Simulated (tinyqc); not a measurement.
## Undoped symmetric double-gate MOSFET, analytic potential model: effect of the temperature

An undoped body of thickness ts between two equal insulators and tied gates; long channel, electrons only, n = ni exp((psi - V)/Vt) with V the quasi-Fermi potential (0 at the source, Vd at the drain), constant mobility, no quantisation. Across the body psi(x) = V - 2 Vt ln[(ts/(2 beta)) sqrt(q ni/(2 eps0 eps_r Vt)) cos(2 beta x/ts)], x from the centre. Q is the electron charge per area of the whole body.

Nc and Nv are given at 400 K and scale as (T/400 K)^1.5; Eg and mu are held fixed. ni = sqrt(Nc Nv) exp(-Eg/(2 Vt)), Eg in volts; r = eps_r tox/(eox ts); V0 = dphi + 2 Vt ln[(2/ts) sqrt(2 eps0 eps_r Vt/(q ni))]. beta (between 0 and pi/2) solves (Vg - V0 - V)/(2 Vt) = ln(beta) - ln(cos beta) + 2 r beta tan(beta). Q = 8 eps0 eps_r Vt beta tan(beta)/ts; I = mu (1/L)(4 eps0 eps_r/ts)(2 Vt)^2 [g(beta_s) - g(beta_d)] per width, g = beta tan(beta) - beta^2/2 + r beta^2 tan^2(beta), with beta_s at V = 0 and beta_d at V = Vd.  I(low) is taken at Vg = 0.3 V, Qs and I(high) at Vg = 1.05 V.

Inputs (values chosen for the exercise); material values those of a made-up semiconductor:
- Eg = 1.06 eV (band gap)
- eps_r = 12.7 (relative permittivity of the semiconductor)
- Nc = 4.51e19 cm^-3 (conduction-band density of states at the reference temperature)
- Nv = 4.06e19 cm^-3 (valence-band density of states at the reference temperature)
- eox = 22.9 (relative permittivity of the gate insulator)
- tox = 5.3 nm (insulator thickness)
- ts = 12 nm (body thickness)
- dphi = 0.14 V (gate work function less that of the intrinsic body)
- mu = 100 cm^2/(V s) (channel mobility)
- L = 0.5 um (gate length)
- Vd = 1 V (drain voltage)

Constants: q = 1.602176634e-19 C, kB = 1.380649e-23 J/K, Vt = kB T/q, eps0 = 8.8541878128e-14 F/cm where lengths are in cm. Results are converted to the units shown.

Effect of the temperature:
```
T (K)	V0 (V)	I(low) (nA/um)	Qs(high) (nC/cm^2)	I(high) (uA/um)
220	0.6101	4.252e-5	2530	101.6
250	0.6005	6.089e-4	2531	104.0
280	0.5908	0.005090	2536	106.7
310	0.5810	0.02896	2547	109.7
340	0.5710	0.1238	2561	113.0
370	0.5609	0.4258	2578	116.6
400	0.5507	1.235	2598	120.4
430	0.5404	3.127	2620	124.4
```

What does the comparison show?

As T goes from 220 to 430 K, I(low) rises from 4.25e-5 to 3.13 nA/um and I(high) rises from 102 to 124 uA/um. V0 falls from 0.610 to 0.540 V. In every row the surface density at the source at the higher gate voltage passes 0.3 Nc, where Boltzmann statistics fail. In every row the mobility is held fixed, though a real one changes with T.

Numbers from tinyqc (`OMP_NUM_THREADS=1 python tinyqc.py 2440111 2440112 out.jsonl`; about 0.03 s on one thread of a shared Intel Xeon 2.30GHz).
